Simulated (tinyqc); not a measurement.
# Site energy and hopping from one surface Green function

Problem. A semi-infinite chain with site energy e0 and hopping -t has g_s = 1/(E - e0 - t^2 g_s). Inside the band |g_s| = 1/t and Re g_s = (E - e0)/(2 t^2). Find t and e0.

g_s at E = -1.26 eV = -0.66500000-0.74684336i 1/eV

Answer. t = 1/|g_s|, and e0 = E - 2 t^2 Re g_s.

t = 1.00 eV
e0 = 0.0700 eV

Numbers from tinyqc (`OMP_NUM_THREADS=1 python tinyqc.py 2680036 2680037 out.jsonl`; about 0.06 s on one thread of a shared Intel Xeon 2.30GHz).
